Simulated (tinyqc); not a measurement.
Lattice vibrations of a chain, step by step. Computed by tinyqc, a small Python program that keeps every step. Command: `OMP_NUM_THREADS=1 python tinyqc.py 27755 27756 out.jsonl` (the two numbers bound the seeds that draw the settings). One thread of a shared host (Intel(R) Xeon(R) Processor @ 2.60GHz), about 0.01 s of CPU time with the checks.

## Dynamical matrix at q = 0.24

A chain moving along its axis:
```
atom  mass (u)  spring to the next atom (eV/angstrom^2)
1     76.80000                                 23.50000
2      2.90000                                 22.90000
```

q is in units of 2 pi/a. A spring k from atom i to atom j, n cells on, adds k to Phi_ii and Phi_jj, -k exp(2 pi i q n) to Phi_ij and the conjugate to Phi_ji (for one atom a cell: 2k (1 - cos 2 pi q n)); D_ij = Phi_ij / sqrt(m_i m_j).

D(q) (eV/(angstrom^2 u)):
```
                   1                  2
1            0.60417  -1.67101+1.53143i
2  -1.67101-1.53143i           16.00000
```

## Frequencies

omega^2 are the eigenvalues; wavenumber = 521.4708 sqrt(eigenvalue) 1/cm.

eigenvalues: 0.27740  16.32676

wavenumbers (1/cm): 274.7  2107.1

weights |e|^2 of the mass-weighted modes:
```
         mode 1   mode 2
atom 1  0.97964  0.02036
atom 2  0.02036  0.97964
```

## Dispersion and heat capacity

C/k_B per atom = mean over q = (j + 1/2)/80, j = 0..39 and all branches of y^2 e^y/(e^y - 1)^2, y = hc wavenumber / k_B T.

Wavenumbers (1/cm):
```
q         branch 1    branch 2
0.00000    0.00000  2124.90032
0.06250   77.66933  2123.48037
0.12500  152.64645  2119.41040
0.18750  222.25484  2113.24494
0.25000  283.86963  2105.85361
0.31250  334.99248  2098.32825
0.37500  373.37842  2091.83889
0.43750  397.21083  2087.44460
0.50000  405.29446  2085.89017
```

Heat capacity:
```
T (K)  C/k_B per atom
20            0.03675
50            0.09455
100           0.20689
200           0.36795
300           0.43391
600           0.56401
1200          0.79678
```

zero-point energy per atom = 73.21387 meV
